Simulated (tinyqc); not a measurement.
# Permittivity and interlayer from two capacitances

Question. A two-layer stack has Cox = eps0/(t1/e1 + t2/e2) and EOT = 3.9 eps0/Cox. Find e2, the EOT of layer 1 and, with e1 given, t1.

Inputs (values chosen for the exercise): relative permittivity of layer 1 e1 = 9.15.

Constants: eps0 = 8.8541878128e-14 F/cm where lengths are in cm. Results are converted to the units shown.

Cox at t2 = 2.4 and 7.2 nm (uF/cm^2): 3.6931716  1.9377160

Answer. EOT is linear in t2 with slope 3.9/e2, and its intercept is the EOT of layer 1.

e2 = 22.1
EOT of layer 1 = 0.511 nm
t1 = 1.20 nm

Numbers from tinyqc (`OMP_NUM_THREADS=1 python tinyqc.py 2010147 2010148 out.jsonl`; about 0.01 s on one thread of a shared Intel Xeon 2.30GHz).
